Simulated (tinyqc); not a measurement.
Inside a calculation. Method: plane-wave Kohn-Sham cycle with exchange-only LDA in a layered model solid. One step of it, computed by the program tinyqc.

Problem. Iteration 1: Hamiltonian at one k. H(m,m') = (k + G_m)^2/2 delta + V(G_m - G_m'), with V(-G) = V(G).

A solid whose potential varies along x alone (atomic units):
```
parameter,value
period a,10.600000
cross-section of the cell,9.000000
electrons per cell,4
grid points,16
"plane waves -n..n, n",3
k points,3
V1 in V1 cos(2 pi x/a),-0.600000
```

V(G_m), m = 0, 1, 2, ... (hartree): -0.342106  -0.300000  0.000000  0.000000  0.000000  0.000000  0.000000

k = 0.000000 2 pi / a

Give: H.

Solution.

H (hartree):
```
,-3,-2,-1,+0,+1,+2,+3
-3,1.2390,-0.3000,0.0000,0.0000,0.0000,0.0000,0.0000
-2,-0.3000,0.3606,-0.3000,0.0000,0.0000,0.0000,0.0000
-1,0.0000,-0.3000,-0.1664,-0.3000,0.0000,0.0000,0.0000
+0,0.0000,0.0000,-0.3000,-0.3421,-0.3000,0.0000,0.0000
+1,0.0000,0.0000,0.0000,-0.3000,-0.1664,-0.3000,0.0000
+2,0.0000,0.0000,0.0000,0.0000,-0.3000,0.3606,-0.3000
+3,0.0000,0.0000,0.0000,0.0000,0.0000,-0.3000,1.2390
```
